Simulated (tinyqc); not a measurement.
Four-band model of biased bilayer graphene near K: sweeps and comparisons. A value that a table varies takes the place of the one given here.

Basis A1, B1, A2, B2, with B1 below A2; p = kx + i ky, v_j = (sqrt3/2) a g_j. Diagonal -U/2, -U/2, U/2, U/2; <A1|B1> = <A2|B2> = v0 p*, <B1|A2> = g1, <A1|B2> = v3 p, <A1|A2> = <B1|B2> = -v4 p*.

Inputs chosen for the exercise (near those used for Bernal bilayer graphene; shifted at random, so the results belong to these values and not to a real crystal):
- a = 2.46 angstrom (lattice constant)
- g0 = 3.05 eV (hopping in a layer)
- g1 = 0.33 eV (hopping of the dimer sites)
- g3 = 0.25 eV (skew hopping A1-B2)
- g4 = 0.11 eV (skew hopping A1-A2)
- U = 0.35 eV (potential difference of the layers)
- k = (-0.006, 0.048) 1/angstrom (wave vector from K)

## Gap against bias

Closed form for g3 = g4 = 0: gap U g1/sqrt(U^2 + g1^2), ring radius as (U/2 v0) sqrt((2 g1^2 + U^2)/(g1^2 + U^2)). Last column: lowest band 3 less highest band 2 of the full matrix on a polar grid, |k| = 0 to 0.08 in steps of 0.001 1/angstrom, angles 0, 15, 30, 45, 60 degrees.

Gap:
```
U (eV)  gap (eV)  kg (1/angstrom)  gap/U  gap on the grid (eV)
0.02      0.0200           0.0022  0.998                0.0195
0.05      0.0494           0.0054  0.989                0.0480
0.10      0.0957           0.0107  0.957                0.0917
0.15      0.1366           0.0156  0.910                0.1293
0.20      0.1710           0.0203  0.855                0.1605
0.30      0.2220           0.0287  0.740                0.2054
0.40      0.2546           0.0365  0.636                0.2329
0.60      0.2892           0.0513  0.482                0.2592
```

The gap follows U while U << g1 (ratio 0.989 at 0.05 eV) and bends towards g1 = 0.33 eV, reaching 0.289 eV at 0.6. The skew hoppings change it by -4.0 meV at U = 0.1 and -21.6 meV at 0.4 eV. U is the screened difference, smaller than the applied field times the layer distance.

## From parabola to cone

U = 0, along kx. Parabola: v0^2 k^2/g1. Hyperbola: sqrt(g1^2/4 + v0^2 k^2) - g1/2. Then bands 3 and 2 of the full matrix for +kx and band 3 for -kx.

Energies (eV):
```
k (1/angstrom)  parabola  hyperbola  band 3, +kx  band 2, +kx  band 3, -kx
0.002             0.0005     0.0005       0.0006      -0.0005       0.0016
0.005             0.0032     0.0032       0.0008      -0.0003       0.0060
0.010             0.0128     0.0123       0.0081      -0.0063       0.0183
0.020             0.0512     0.0450       0.0385      -0.0326       0.0574
0.030             0.1151     0.0904       0.0828      -0.0719       0.1089
0.050             0.3199     0.1994       0.1909      -0.1697       0.2292
0.080             0.8188     0.3804       0.3711      -0.3350       0.4262
0.120             1.8424     0.6320       0.6218      -0.5663       0.6985
```

The parabola is 4 % above the hyperbola at 0.01 and a factor 2.92 at 0.12 1/angstrom, where the slope nears v0. g3 makes +kx and -kx differ, by 26.1 meV at 0.03, and g4 makes electrons and holes differ, |band 3| - |band 2| = +10.9 meV there. Without bias the bands touch in four small cones, one at K and three at k = g1 v3/v0^2 = 0.0042 1/angstrom from it; their pockets join near g1 (g3/g0)^2/4 = 0.6 meV.

## What each parameter does

The four levels at k. Each row changes one parameter from the base and keeps the others.

Results:
```
case           band 1 (eV)  band 2 (eV)  band 3 (eV)  band 4 (eV)
base               -0.5965      -0.1392       0.1541       0.5817
g0 = 3.203 eV      -0.6112      -0.1487       0.1636       0.5963
g1 = 0.363 eV      -0.6154      -0.1406       0.1559       0.6002
g3 = 0.35 eV       -0.5976      -0.1374       0.1524       0.5826
g4 = 0.16 eV       -0.6000      -0.1358       0.1575       0.5784
U = 0.4 eV         -0.6131      -0.1340       0.1479       0.5992
```

The largest shifts from the base row, up to three for each result and ties (the steps differ in size, so this ranks the rows, not the parameters). band 1 (eV): g1 -0.0189, U -0.0166, g0 -0.0147. band 2 (eV): g0 -0.0095, U +0.0052, g4 +0.0034. band 3 (eV): g0 +0.0095, U -0.0062, g4 +0.0034. band 4 (eV): g1 +0.0185, U +0.0175, g0 +0.0146. Only g4 breaks the mirror symmetry between the upper and lower bands.

Run: tinyqc, `OMP_NUM_THREADS=1 python tinyqc.py 1452523 1452524 out.jsonl`; Intel(R) Xeon(R) Processor @ 2.30GHz, one thread, shared host; about 0.03 s of CPU time with all checks.
